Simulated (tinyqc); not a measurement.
Hole mobility in a silicon inversion layer, empirical terms and Matthiessen rule: effect of the inversion density.

Inversion layer of sheet density Ns on a uniformly doped body. The mobility terms are empirical power laws with prefactors chosen for the exercise; adding their inverses (Matthiessen) is itself an approximation.

ni = sqrt(Nc Nv) exp(-Eg/(2 Vt)), Eg in volts; Ndep = sqrt(2 eps0 eps_r Nb (2 Vt ln(Nb/ni) + Vsb)/q); E = q (Ndep + eta Ns)/(eps0 eps_r), in MV/cm. With t = T/(300 K): muC = Ac (Ns/1e12 cm^-2) t/(Nb/1e17 cm^-3 + Nit/1e11 cm^-2), muP = Ap E^(-1/3) t^(-1.75), muS = As E^(-gs); 1/mu is the sum of the inverses.

Parameters, values chosen for the exercise; material values close to those of silicon:
```
symbol    value        unit                                                meaning
T           273           K                                            temperature
Eg         1.13          eV                                               band gap
eps_r      11.9                         relative permittivity of the semiconductor
Nc      2.43e19       cm^-3                 conduction-band density of states at T
Nv       2.3e19       cm^-3                    valence-band density of states at T
Nb       9.4e17       cm^-3                                            body doping
Vsb         0.6           V                                      reverse body bias
eta      0.3333              weight of the inversion charge in the effective field
Ap          135  cm^2/(V s)           phonon-limited mobility at 1 MV/cm and 300 K
As          386  cm^2/(V s)                  roughness-limited mobility at 1 MV/cm
gs            1                                     exponent of the roughness term
Ac          940  cm^2/(V s)                                      Coulomb prefactor
Nit        6e11       cm^-2                                charge at the interface
```

Constants: q = 1.602176634e-19 C, kB = 1.380649e-23 J/K, Vt = kB T/q, eps0 = 8.8541878128e-14 F/cm where lengths are in cm. Results are converted to the units shown.

Effect of the inversion density:

| Ns (cm^-2) | E (MV/cm) | muC (cm^2/(V s)) | muP (cm^2/(V s)) | muS (cm^2/(V s)) | mu (cm^2/(V s)) |
|---|---|---|---|---|---|
| 2e11 | 0.6818 | 11.11 | 180.9 | 566.1 | 10.28 |
| 3.6e11 | 0.6899 | 20.00 | 180.2 | 559.5 | 17.44 |
| 6.3e11 | 0.7036 | 34.99 | 179.0 | 548.6 | 27.79 |
| 1.1e12 | 0.7275 | 61.10 | 177.0 | 530.6 | 41.84 |
| 2e12 | 0.7731 | 111.1 | 173.5 | 499.3 | 59.64 |
| 3.6e12 | 0.8542 | 200.0 | 167.8 | 451.9 | 75.91 |
| 6.3e12 | 0.9910 | 349.9 | 159.7 | 389.5 | 85.57 |
| 1.1e13 | 1.229 | 611.0 | 148.6 | 314.0 | 86.59 |
| 2e13 | 1.685 | 1111 | 133.8 | 229.0 | 78.49 |

Read the table: what changes, and by how much?

As Ns goes from 2e11 to 2e13 cm^-2, E rises from 0.682 to 1.69 MV/cm and mu goes from 10.3 through a maximum of 86.6 (at Ns = 1.1e13 cm^-2 among the rows listed) to 78.5 cm^2/(V s). The smallest term is the Coulomb one in the first row and the phonon one in the last. Screening lifts the Coulomb term as Ns grows while the field presses the carriers to the interface, hence the maximum. At Ns = 2e13 cm^-2 E passes 1.5 MV/cm, beyond the usual range of such laws.

Numbers from tinyqc (`OMP_NUM_THREADS=1 python tinyqc.py 2510004 2510005 out.jsonl`; about 0.01 s on one thread of a shared Intel Xeon 2.30GHz).
